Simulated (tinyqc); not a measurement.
# Hydrogenic impurity: series, fields, screening, photoionisation and donor-acceptor pairs, step by step

A worked calculation. Computed by tinyqc, a small Python program that keeps every step. Command: `OMP_NUM_THREADS=1 python tinyqc.py 3000819 3000820 out.jsonl hydrogenic walk`. One thread of a shared host (Intel(R) Xeon(R) Processor @ 2.30GHz), about 0.01 s of CPU time with the checks. Intermediate numbers are printed to about 6 digits and carried at full precision; extremes and crossings named in words are read from the listed rows.

One isotropic, parabolic band. Effective units: Ry* and a*, in which H = -nabla^2 - 2/r.

Inputs (values chosen for the exercise, modelled on 4H-SiC):

| quantity | value | unit |
|---|---|---|
| electron mass m | 0.386 | m_0 |
| dielectric constant eps | 9.98 | - |
| donor density N | 2.9e+17 | cm^-3 |
| electric field F | 4500 | V/cm |
| gap E_g | 3.29 | eV |
| acceptor depth E_A | 201 | meV |
| pair distance r | 42.3 | angstrom |
| rate prefactor W_0 | 1.9e+06 | 1/s |

Parts treated: electric field and pairs.

Constants: Ry = 13.605693123 eV; a_0 = 0.529177210903 angstrom; h x 1 THz = 4.135667696 meV; hbar = 6.582119569e-16 eV s; e^2/(4 pi eps_0) = 14.39964548 eV angstrom.

## Effective units and the series

Ry* = Ry m/eps^2, a* = a_0 eps/m; level n is bound by Ry*/n^2; <r> = (3/2) a* in 1s; lines 1s -> np at Ry* (1 - 1/n^2); 1 THz = 4.135667696 meV.

Ry* = 52.7287 meV

a* = 13.6818 angstrom

<r> of 1s = 20.5228 angstrom

Series:

| n | binding (meV) | line from 1s (meV) | line (THz) |
|---|---|---|---|
| 2 | 13.1822 | 39.5465 | 9.5623 |
| 3 | 5.8587 | 46.8699 | 11.3331 |
| 4 | 3.2955 | 49.4331 | 11.9529 |
| 5 | 2.1091 | 50.6195 | 12.2397 |

## Overlap of donors

Wigner-Seitz radius r_s = (3/(4 pi N))^(1/3); Mott criterion N_c^(1/3) a* = 0.26; overlap of two 1s orbitals at distance d: S = exp(-x)(1 + x + x^2/3), x = d/a*, with d = N^(-1/3).

r_s = 93.7212 angstrom

Mott density = 6.86257e+18 cm^-3

N over the Mott density = 0.0422582

overlap S = 8.43566e-04

The sample is on the insulating side, with isolated donors.

## Stark effect and field ionisation

f = e F a*/(2 Ry*) is the field in atomic-like units. 1s shifts by -(9/2) f^2 Ry* (polarisability (9/2) a*^3), the n = 2 levels split linearly by +/- 6 f Ry*; the barrier top lies 4 sqrt(f) Ry* below the band edge and passes 1s at f = 1/16; the tunnelling rate of 1s is (2 Ry*/hbar) (4/f) exp(-2/(3 f)).

f = 0.00583821

shift of 1s = -0.00808760 meV

linear shift (+/-) of the outer n = 2 levels = 1.84705 meV

barrier lowering = 16.1156 meV

field at which the barrier passes 1s = 48174.0 V/cm

tunnelling rate of 1s = 2.80755e-33 1/s

The barrier lowering is 0.31 Ry*, so the n = 2 levels (0.25 Ry*) are already above the barrier, and their first-order splitting has lost its meaning.

## A donor-acceptor pair

No-phonon line h nu(r) = E_g - Ry* - E_A + e^2/(4 pi eps_0 eps r); rate W(r) = W_0 exp(-2 r/a*), the donor being the shallower centre; lifetime 1/W; zero field.

Coulomb term = 34.1099 meV

photon energy = 3.07038 eV

rate W = 3920.54 1/s

lifetime = 2.55067e-04 s

## The pair band in time

At delay t after a pulse the emission comes mostly from pairs with W(r) t = 1, so r = (a*/2) ln(W_0 t).

Dominant pairs:

| delay (s) | r (angstrom) | Coulomb term (meV) | photon energy (eV) |
|---|---|---|---|
| 0.001 | 51.646 | 27.9372 | 3.06421 |
| 0.01 | 67.398 | 21.4079 | 3.05768 |
| 0.1 | 83.150 | 17.3524 | 3.05362 |
| 1 | 98.902 | 14.5887 | 3.05086 |
| 10 | 114.653 | 12.5844 | 3.04886 |
| 100 | 130.405 | 11.0644 | 3.04734 |
| 1000 | 146.157 | 9.8719 | 3.04614 |

Over six decades of delay the band moves down by 18.07 meV, since close pairs, which emit at higher energy, decay first; the shift per decade shrinks from 6.53 to 1.19 meV. At the donor density N = 2.9e+17 cm^-3 pairs as wide as in the last rows are rare, so those rows are formal.
